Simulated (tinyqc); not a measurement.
Empirical pseudopotential in a few plane waves, step by step. One step of it, computed by the program tinyqc.

Task: Levels at k. Diagonalise the Hermitian matrix.

H(k) at k (eV), order +0+0+0, -1-1-1, -1-1+1, -1+1-1, -1+1+1, +1-1-1, +1-1+1, +1+1-1, +1+1+1, -2+0+0, +0-2+0, +0+0-2, +0+0+2, +0+2+0, +2+0+0:
```
[[0.543572, 2.241618+1.096757i, -2.241618+1.096757i, -2.241618+1.096757i, -2.241618-1.096757i, -2.241618+1.096757i, -2.241618-1.096757i, -2.241618-1.096757i, 2.241618-1.096757i, 0.000000+0.353748i, 0.000000+0.353748i, 0.000000+0.353748i, 0.000000-0.353748i, 0.000000-0.353748i, 0.000000-0.353748i],
 [2.241618-1.096757i, 18.175208, 0.000000-0.353748i, 0.000000-0.353748i, -0.544228, 0.000000-0.353748i, -0.544228, -0.544228, 0.000000, -2.241618-1.096757i, -2.241618-1.096757i, -2.241618-1.096757i, -0.740792+0.038483i, -0.740792+0.038483i, -0.740792+0.038483i],
 [-2.241618-1.096757i, 0.000000+0.353748i, 15.835465, 0.544228, 0.000000-0.353748i, 0.544228, 0.000000-0.353748i, 0.000000, -0.544228, -2.241618+1.096757i, -2.241618+1.096757i, 0.740792+0.038483i, 2.241618-1.096757i, -0.740792-0.038483i, -0.740792-0.038483i],
 [-2.241618-1.096757i, 0.000000+0.353748i, 0.544228, 14.164220, 0.000000-0.353748i, 0.544228, 0.000000, 0.000000-0.353748i, -0.544228, -2.241618+1.096757i, 0.740792+0.038483i, -2.241618+1.096757i, -0.740792-0.038483i, 2.241618-1.096757i, -0.740792-0.038483i],
 [-2.241618+1.096757i, -0.544228, 0.000000+0.353748i, 0.000000+0.353748i, 11.824477, 0.000000, 0.544228, 0.544228, 0.000000-0.353748i, 2.241618+1.096757i, -0.740792+0.038483i, -0.740792+0.038483i, -2.241618-1.096757i, -2.241618-1.096757i, 0.740792-0.038483i],
 [-2.241618-1.096757i, 0.000000+0.353748i, 0.544228, 0.544228, 0.000000, 14.331345, 0.000000-0.353748i, 0.000000-0.353748i, -0.544228, 0.740792+0.038483i, -2.241618+1.096757i, -2.241618+1.096757i, -0.740792-0.038483i, -0.740792-0.038483i, 2.241618-1.096757i],
 [-2.241618+1.096757i, -0.544228, 0.000000+0.353748i, 0.000000, 0.544228, 0.000000+0.353748i, 11.991602, 0.544228, 0.000000-0.353748i, -0.740792+0.038483i, 2.241618+1.096757i, -0.740792+0.038483i, -2.241618-1.096757i, 0.740792-0.038483i, -2.241618-1.096757i],
 [-2.241618+1.096757i, -0.544228, 0.000000, 0.000000+0.353748i, 0.544228, 0.000000+0.353748i, 0.544228, 10.320356, 0.000000-0.353748i, -0.740792+0.038483i, -0.740792+0.038483i, 2.241618+1.096757i, 0.740792-0.038483i, -2.241618-1.096757i, -2.241618-1.096757i],
 [2.241618+1.096757i, 0.000000, -0.544228, -0.544228, 0.000000+0.353748i, -0.544228, 0.000000+0.353748i, 0.000000+0.353748i, 7.980613, -0.740792-0.038483i, -0.740792-0.038483i, -0.740792-0.038483i, -2.241618+1.096757i, -2.241618+1.096757i, -2.241618+1.096757i],
 [0.000000-0.353748i, -2.241618+1.096757i, -2.241618-1.096757i, -2.241618-1.096757i, 2.241618-1.096757i, 0.740792-0.038483i, -0.740792-0.038483i, -0.740792-0.038483i, -0.740792+0.038483i, 21.099887, 0.544228, 0.544228, -0.544228, -0.544228, 0.000000],
 [0.000000-0.353748i, -2.241618+1.096757i, -2.241618-1.096757i, 0.740792-0.038483i, -0.740792-0.038483i, -2.241618-1.096757i, 2.241618-1.096757i, -0.740792-0.038483i, -0.740792+0.038483i, 0.544228, 21.267012, 0.544228, -0.544228, 0.000000, -0.544228],
 [0.000000-0.353748i, -2.241618+1.096757i, 0.740792-0.038483i, -2.241618-1.096757i, -0.740792-0.038483i, -2.241618-1.096757i, -0.740792-0.038483i, 2.241618-1.096757i, -0.740792+0.038483i, 0.544228, 0.544228, 19.595767, 0.000000, -0.544228, -0.544228],
 [0.000000+0.353748i, -0.740792-0.038483i, 2.241618+1.096757i, -0.740792+0.038483i, -2.241618+1.096757i, -0.740792+0.038483i, -2.241618+1.096757i, 0.740792+0.038483i, -2.241618-1.096757i, -0.544228, -0.544228, 0.000000, 14.916280, 0.544228, 0.544228],
 [0.000000+0.353748i, -0.740792-0.038483i, -0.740792+0.038483i, 2.241618+1.096757i, -2.241618+1.096757i, -0.740792+0.038483i, 0.740792+0.038483i, -2.241618+1.096757i, -2.241618-1.096757i, -0.544228, 0.000000, -0.544228, 0.544228, 13.245035, 0.544228],
 [0.000000+0.353748i, -0.740792-0.038483i, -0.740792+0.038483i, -0.740792+0.038483i, 0.740792+0.038483i, 2.241618+1.096757i, -2.241618+1.096757i, -2.241618+1.096757i, -2.241618-1.096757i, 0.000000, -0.544228, -0.544228, 0.544228, 0.544228, 13.412160]]
```

Give: eigenvalues.

Result:

eigenvalues (eV): [-3.1552, 5.5249, 7.0301, 7.2251, 11.3469, 12.7405, 12.7931, 13.9413, 15.3230, 15.8221, 17.6881, 20.2555, 22.5481, 23.1848, 26.4346]
